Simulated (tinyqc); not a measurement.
Threshold-voltage variability of a planar MOSFET, analytic estimates: two steps of the calculation.

Three independent sources add in quadrature: random dopants in the depleted layer, metal-gate grains of two orientations, and roughness of the two gate edges acting through the roll-off VT = VT(long) - Vr exp(-L/l). These are first-order estimates: no three-dimensional electrostatics, no percolation.

Inputs (values chosen for the exercise); material values close to those of silicon: temperature T = 300 K; subthreshold factor n = 1.15; gm/I of a matched pair gI = 5 1/V; spread of the gain factor of one device sb = 3 %; number of cells Nb = 65536; wanted yield Y = 0.999.

Constants: q = 1.602176634e-19 C, kB = 1.380649e-23 J/K, Vt = kB T/q. Results are converted to the units shown.

Problem 1. Total spread, mismatch and leakage. s = sqrt(s1^2 + s2^2 + s3^2). For a pair: s(dVT) = sqrt(2) s; current mismatch sqrt(2) sqrt((gI s)^2 + sb^2); input offset = current mismatch/gI. For a Gaussian VT the off current is log-normal with mean/median = exp(s^2/(2 (n Vt)^2)).

s1 = 10.325801 mV
s2 = 5.5339859 mV
s3 = 1.4747109 mV

Find: s; s(dVT); current mismatch; input offset; mean/median of Ioff.

Solution 1.

s = 11.81 mV
s(dVT) = 16.70 mV
current mismatch = 9.365 %
input offset = 18.73 mV
mean/median of Ioff = 1.082

Problem 2. Margin in standard deviations for the wanted yield. Cells fail independently with probability Q(k) = erfc(k/sqrt(2))/2 when the margin is k standard deviations, and Y = exp(-Nb Q(k)). phi = exp(-k^2/2)/sqrt(2 pi). Newton steps on ln Q(k) = ln(-ln(Y)/Nb): k(new) = k + [ln Q - ln(-ln(Y)/Nb)] Q/phi.

k at the start = 2

Wanted: Q(k); phi; k after iteration 1.

Solution 2.

Q(k) = 0.022750
phi = 0.053991
k after iteration 1 = 7.9895

Program tinyqc, `OMP_NUM_THREADS=1 python tinyqc.py 2090121 2090122 out.jsonl`; Intel Xeon 2.30GHz, shared host, one thread, about 0.01 s.
